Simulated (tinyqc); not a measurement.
What each parameter does: configuration-coordinate model of carrier capture at a defect.

Two parabolas of equal curvature k in one coordinate Q: with the carrier free at the band edge, U_f = k Q^2/2; with the carrier trapped, U_t = k (Q - dQ)^2/2 - ET. ER = k dQ^2/2, Huang-Rhys factor S = ER/hw, hw = 0.0646541 sqrt(k/M) eV for k in eV/angstrom^2 and M in u. The curves cross at a height Eb = (ER - ET)^2/(4 ER) above the free minimum.

Multiphonon factor for giving p = ET/hw phonons to the lattice: W = exp(-S (2 nb + 1)) ((nb + 1)/nb)^(p/2) I_p(x), nb = 1/(exp(hw/kT) - 1), x = 2 S sqrt(nb (nb + 1)), I_p the modified Bessel function. Classical limit: W = hw exp(-Eb/kT)/sqrt(4 pi ER kT). At T = 0: exp(-S) S^p/Gamma(p + 1).

Constants: kB = 8.617333262e-05 eV/K.

Parameters, chosen for this exercise (of the size met at a vacancy centre in SiC; not measured data):

| symbol | value | unit | meaning |
|---|---|---|---|
| ET | 0.83 | eV | thermal depth of the level below the band edge |
| ER | 0.45 | eV | relaxation energy |
| hw | 0.058 | eV | phonon energy of the mode |
| T | 400 | K | temperature |

Eb, log10 W and the full width 2.35482 sqrt(ER hw coth(hw/2kT)).

Results for these values:

| case | Eb (eV) | log10 W | full width (eV) |
|---|---|---|---|
| base | 0.0802 | -1.735 | 0.4591 |

What happens to each result for T = 430 K, all else kept?

Answer: Eb does not change at the printed digits; log10 W rises from -1.735 to -1.713; full width rises from 0.4591 to 0.4703.

The same for each parameter in turn:

| case | Eb (eV) | log10 W | full width (eV) |
|---|---|---|---|
| base | 0.0802 | -1.735 | 0.4591 |
| ET = 0.87 eV | 0.0980 | -1.893 | 0.4591 |
| ER = 0.5 eV | 0.0544 | -1.521 | 0.4840 |
| hw = 0.0696 eV | 0.0802 | -1.619 | 0.4763 |
| T = 430 K | 0.0802 | -1.713 | 0.4703 |

(tinyqc, `OMP_NUM_THREADS=1 python tinyqc.py 1451174 1451175 out.jsonl`, Intel(R) Xeon(R) Processor @ 2.30GHz, 1 thread, shared host, about 0.01 s.)
